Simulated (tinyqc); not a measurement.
Superjunction drift layer against a plain one, charge balance: one step of the calculation.

Alternating n and p pillars of equal width wp, doping N and length Lp. When depleted, the lateral field peaks at Ex = q N wp/(2 eps0 eps_r) at the pillar junctions and a uniform vertical field Ey is added; breakdown is taken where Ex^2 + Ey^2 = Ef^2. Only the n pillars conduct, narrowed by the zero-bias depletion. A first-order model: the field peaks at the pillar ends are left out.

Question. Design of the pillars. Ex = a Ef gives N = 2 eps0 eps_r a Ef/(q wp); Ey = Ef sqrt(1 - a^2); Lp = BV/Ey; xd = sqrt(eps0 eps_r Vb/(q N)) on each side; Rsp = 2 Lp/(q mu(N) N (1 - 2 xd/wp)). mu(N) = mi + (mx - mi)/(1 + (N/Nr)^0.9).

Parameters, values chosen for the exercise; values close to those of silicon:
- eps_r = 12.1 (relative permittivity of the semiconductor)
- mx = 1320 cm^2/(V s) (mobility at low doping)
- mi = 93.7 cm^2/(V s) (mobility at high doping)
- Nr = 1.3e17 cm^-3 (reference doping of the mobility)
- BV = 340 V (wanted breakdown voltage)
- wp = 5 um (width of each pillar)
- Ef = 0.3 MV/cm (critical field inside the pillars)
- a = 0.46 (lateral peak field as a share of Ef)
- Vb = 0.8 V (built-in voltage of the pillar junctions)

Constants: q = 1.602176634e-19 C, eps0 = 8.8541878128e-14 F/cm where lengths are in cm. Results are converted to the units shown.

Give: N; Ey; Lp; xd; Rsp.

Answer.

N = 3.691e15 cm^-3
Ey = 0.2664 MV/cm
Lp = 12.76 um
xd = 0.3807 um
Rsp = 4.002 mohm cm^2

The pillars have an aspect ratio of 2.55. Their doping is 4.49 times, and their Rsp 0.293 times, that of the plain layer.

Range of the model: The aspect ratio Lp/wp is under 3, where a pillar model without end effects is rough.

Program tinyqc, `OMP_NUM_THREADS=1 python tinyqc.py 2590062 2590063 out.jsonl`; Intel Xeon 2.30GHz, shared host, one thread, about 0.01 s.
